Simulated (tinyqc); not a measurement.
# From k_eff back to diffusivity in the melt D

Model: crystal pulling from the melt: segregation, interface stability, heat balance and point-defect regime. Computed by tinyqc, a small Python program. Command: `OMP_NUM_THREADS=1 python tinyqc.py 3014351 3014352 out.jsonl pull inv`. One thread of a shared host (Intel(R) Xeon(R) Processor @ 2.30GHz), about 0.02 s of CPU time with the checks.

A dilute solute; steady pulling with a flat interface unless it is found unstable.

Inputs (values chosen for the exercise, for a model semiconductor):
```
quantity,value,unit
equilibrium coefficient k0,0.0015,-
kinematic viscosity nu,0.0038,cm^2/s
crystal rotation,30,rpm
pull rate V,0.7,mm/min
```

Method. delta = 1.61 D^(1/3) nu^(1/6) omega^(-1/2), omega = 2 pi rpm/60; k_eff = k0/[k0 + (1 - k0) exp(-V delta/D)] (Burton, Prim and Slichter); the melt at the interface is enriched by k_eff/k0.

Question. A run gave the result below. Find the diffusivity in the melt D, known to lie between 6.5e-05 and 0.00012 cm^2/s.

k_eff = 0.00181718

Answer.

Each step takes the trial c = (a f_b - b f_a)/(f_b - f_a), f being the result less the target and a, b, c the logarithms of the listed values; c replaces end b, the old b replaces a if the sign of f changed, and otherwise f_a is halved.

Scan of the range:
```
diffusivity in the melt D (cm^2/s),k_eff
6.50e-05,0.00194250
7.20e-05,0.00190969
7.97e-05,0.00187973
8.83e-05,0.00185193
9.78e-05,0.00182641
1.08e-04,0.00180354
1.20e-04,0.00178114
```

False position (Illinois rule, in the logarithm of the input) inside the bracket:
```
step,end a,end b,trial,k_eff
1,9.78000e-05,1.08000e-04,1.01795e-04,0.00181696
2,9.78000e-05,1.01795e-04,1.01612e-04,0.00181738
3,1.01795e-04,1.01612e-04,1.01700e-04,0.00181718
4,1.01612e-04,1.01700e-04,1.01700e-04,0.00181718
```

k_eff falls at every point of a 13-point scan of the range (every second point is shown), so one value fits; it is bracketed by 9.78e-5 and 1.08e-4. Answer: diffusivity in the melt D = 1.017e-4 cm^2/s.
